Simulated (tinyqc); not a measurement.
# From germanium fraction x back to germane pressure p_G

Model: microkinetic model of low-temperature epitaxy from hydride gases: adsorption, hydrogen desorption and rate control. Computed by tinyqc, a small Python program. Command: `OMP_NUM_THREADS=1 python tinyqc.py 3000330 3000331 out.jsonl hepi inv`. One thread of a shared host (Intel(R) Xeon(R) Processor @ 2.30GHz), about 0.01 s of CPU time with the checks.

Each hydride molecule needs two free sites and leaves four hydrogen atoms, of which two leave at once as H2; theta is the hydrogen coverage, the site density is 6.78 per nm^2 and one layer is 1.358 angstrom thick.

Inputs (values chosen for the exercise, close to those used for silane and germane on Si(001)):
```
quantity                                           value  unit
silane pressure p_S                                  1.8    Pa
sticking prefactor of silane s0                    0.064     -
adsorption barrier E_s                              0.14    eV
desorption prefactor nu_d                        7.3e+11   1/s
desorption energy on silicon E_d                    2.01    eV
hydrogen carrier pressure p_H                          0    Pa
sticking of hydrogen s_H                         2.6e-07     -
temperature T                                        520     C
sticking ratio of germane to silane r_G                3     -
lowering of E_d per unit germanium fraction, dE     0.55    eV
```

Film: silicon-germanium. Order of hydrogen desorption: first.

Constants: k_B = 8.617333262e-05 eV/K; u = 1.6605390666e-27 kg; k_B = 1.380649e-23 J/K.

Method. Flux per site F = p/(sqrt(2 pi M k_B T) x 6.78e18 per m^2), M = 32.12 u (silane), 76.63 u (germane), 2.016 u (hydrogen); s = s0 exp(-E_s/(k_B T)); k_S = s F_S, k_G = r_G s F_G; germanium fraction x = k_G/(k_S + k_G); k = k_S + k_G; k_H = s_H F_H; k_d = nu_d exp(-(E_d - dE x)/(k_B T)). Temperatures in kelvin are T(C) + 273.15.

Task: A run gave the result below. Find the germane pressure p_G, known to lie between 0.44 and 0.87 Pa.

germanium fraction x = 0.3833382

Result:

Each step takes the trial c = (a f_b - b f_a)/(f_b - f_a), f being the result less the target and a, b, c the logarithms of the listed values; c replaces end b, the old b replaces a if the sign of f changed, and otherwise f_a is halved.

Scan of the range:
```
germane pressure p_G (Pa)  germanium fraction x
0.440                                  0.321931
0.493                                  0.347244
0.552                                  0.373288
0.619                                  0.400453
0.693                                  0.427844
0.777                                  0.456053
0.870                                  0.484207
```

False position (Illinois rule, in the logarithm of the input) inside the bracket:
```
step     end a     end b     trial  germanium fraction x
1     0.552000  0.619000  0.575898              0.383255
2     0.619000  0.575898  0.576098              0.383338
3     0.619000  0.576098  0.576102              0.383339
4     0.576098  0.576102  0.576100              0.383338
```

Germanium fraction x rises at every point of a 13-point scan of the range (every second point is shown), so one value fits; it is bracketed by 0.552 and 0.619. Answer: germane pressure p_G = 0.5761 Pa.
